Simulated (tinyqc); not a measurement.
Worked calculation: UKS/PBE0 in the sto-3g basis, for Be+, spin multiplicity 2. One step of it, computed by the program tinyqc.

Problem. Iteration 2: DIIS coefficients. Solve [B -1; -1 0][c; lambda] = [0; -1] for the coefficients, which sum to one.

B (overlaps of the stored error matrices):
```
               1              2
1  7.5632200e-02  4.0542292e-03
2  4.0542292e-03  2.1732509e-04
```

Give: DIIS coefficients.

Solution.

DIIS coefficients: -0.057  1.057
